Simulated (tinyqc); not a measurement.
# Random telegraph noise from one oxide trap in a small MOSFET, step by step

Program tinyqc, `OMP_NUM_THREADS=1 python tinyqc.py 2710079 2710080 out.jsonl`; Intel Xeon 2.30GHz, shared host, one thread, about 0.01 s. Printed values are rounded.

An acceptor-like trap exchanges electrons with the channel. Inversion charge Q = Cox u, u = n Vt W0(exp((Vg - VT)/(n Vt))), W0 the Lambert function, n = nf, Cox = eps0 eox/tox; linear regime Id = (W/L) mu Q Vd. Relative to threshold the surface potential rises by Vt ln(u/u0) and the oxide voltage by the rest of Vg - VT, with u0 = n Vt W0(1).

Inputs (values chosen for the exercise); values of the order met in silicon transistors:
- T = 200 K (temperature)
- eox = 3.9 (relative permittivity of the gate insulator (close to silicon dioxide))
- tox = 3 nm (insulator thickness)
- xt = 1.1 nm (depth of the trap from the channel interface)
- E0 = 0.21 eV (trap level above the channel Fermi level at threshold)
- s0 = 9e-15 cm^2 (capture prefactor)
- EB = 0.3 eV (capture barrier (lattice relaxation))
- lt = 0.16 nm (tunnelling decay length)
- vth = 1.2e7 cm/s (thermal velocity)
- zi = 2.1 nm (thickness of the inversion layer)
- VT = 0.26 V (threshold voltage)
- nf = 1.12 (body factor)
- W = 26 nm (gate width)
- L = 140 nm (gate length)
- mu = 210 cm^2/(V s) (mobility)
- asc = 1.1e-15 V s (scattering coefficient of the charged trap)
- Vd = 0.05 V (drain voltage)
- Vg = 0.78 V (gate voltage)

Constants: q = 1.602176634e-19 C, kB = 1.380649e-23 J/K, Vt = kB T/q, eps0 = 8.8541878128e-14 F/cm where lengths are in cm. Results are converted to the units shown.

Range of the model: VT is taken as given; short-channel effects and the uneven flow of current among few electrons are left out.

## Trap level, time constants and occupancy

N = Cox u/q; dpsi = Vt ln(u/u0); E = E0 - dpsi - (xt/tox)(Vg - VT - dpsi); capture time tc = 1/[(N/zi) vth s0 exp(-xt/lt - EB/Vt)]; emission time te = tc exp(-E/Vt); occupancy te/(tc + te).

u = 0.458840 V
N = 3.29642e12 cm^-2
dpsi = 0.0643817 V
E = -0.0214417 eV
tc = 0.0207107 s
te = 0.0718626 s
occupancy = 0.776278

The trap lies 1.2 Vt below the Fermi level, so it is filled most of the time.

## Step height

A = W L; threshold step dV = q (1 - xt/tox)/(Cox A); gm/Id = 1/(u + n Vt); relative step dI/I = (gm/Id) dV + asc mu/A. Id as defined.

electrons in the channel N A = 119.990
dV = 2.42186 mV
gm/Id = 2.09143 1/V
number part of dI/I = 0.506514 %
dI/I = 1.14113 %
Id = 1.02988 uA
dI = 11.7523 nA

## Lorentzian spectrum

Spectrum S(f) = 4 dI^2/{(tc + te)[(1/tc + 1/te)^2 + (2 pi f)^2]}; corner fc = (1/tc + 1/te)/(2 pi); variance dI^2 tc te/(tc + te)^2. Give S at f = 0, at fc and at 10 fc.

fc = 9.89939 Hz
S(0) = 1.54257e-18 A^2/Hz
S(fc) = 7.71283e-19 A^2/Hz
S(10 fc) = 1.52729e-20 A^2/Hz
rms current = 4.89763 nA

The rms value is 0.417 of the step; it reaches its largest share, 1/2, when tc = te.
